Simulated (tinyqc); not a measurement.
Worked calculation: Peierls distortion of a half-filled chain. Values are carried at full precision from step to step, so a last printed digit may differ when a step is redone from the rounded ones.

Atoms move by +/- u, so bonds change by -/+ 2u and hoppings are t +/- 2 al u. Bands E = -/+ sqrt((2 t cos x)^2 + D^2 sin^2 x) with D = 4 al u, x = k a in (0, pi/2); the gap is 2D. Energy per atom at zero temperature: E(u) = -mean_x sqrt(...) + 2 K u^2; exactly, the mean is (4t/pi) E(1 - z^2), z = D/2t, E the complete elliptic integral of the second kind with parameter m. Coupling lambda = 2 al^2/(pi t K).

Constants: kB = 8.617333262e-05 eV/K.

Values chosen for the exercise: t = 2.35 eV (hopping of the even chain); al = 5.5 eV/angstrom (change of hopping with bond length); K = 37.1 eV/angstrom^2 (spring constant of a bond); u = 0.042 angstrom (trial shift of alternate atoms); N = 5 (k points).

## Energy at a trial distortion

Use the mesh x_j = (j + 1/2) pi/(2N), j = 0 .. N-1, and also the elliptic integral.

D = 0.9240 eV

|E| on the mesh (eV): 4.6444  4.2087  3.3870  2.2871  1.1719

band energy on the mesh = -3.1398 eV
elastic energy = 0.1309 eV
total, exact = -3.0082 eV
exact E(u) - E(0) = -0.0161 eV

This distortion lowers the energy; the mesh errs by -0.75 meV.

## The equilibrium distortion

dE/du = 0 gives 1 = (4 al^2/K) mean(sin^2 x/|E|); solve with the exact mean, and compare with the weak-coupling form D = 8 t exp(-1 - 1/(2 lambda)).

lambda = 0.2209
u0 = 0.0339 angstrom
gap 2D = 1.492 eV
gap, weak coupling = 1.438 eV
E(u0) - E(0) per atom = -18.23 meV

Long and short bonds differ by 4 u0 = 0.1356 angstrom. The weak-coupling gap is 0.964 of the full one. The gain is far smaller than the gap, since only states near the zone edge move.

## Length and phonon scales

Coherence length xi/a = 2t/D with D half the gap; mean-field transition kB Tp = D/1.764 (weak coupling); for the optical mode at the zone edge (omega_R/omega_0)^2 = 2 lambda at weak coupling.

xi/a = 6.30
Tp = 4.91e+03 K
omega_R/omega_0 = 0.665

Tp is a mean-field scale: in a single chain fluctuations forbid the transition, and coupling between chains sets the real one, far lower.

## Checks

- Total energy at u0 on 4000 points against the elliptic integral (eV): both -3.01035.

tinyqc: `OMP_NUM_THREADS=1 python tinyqc.py 1651985 1651986 out.jsonl`; about 0.07 s, one thread, shared Intel(R) Xeon(R) Processor @ 2.30GHz.
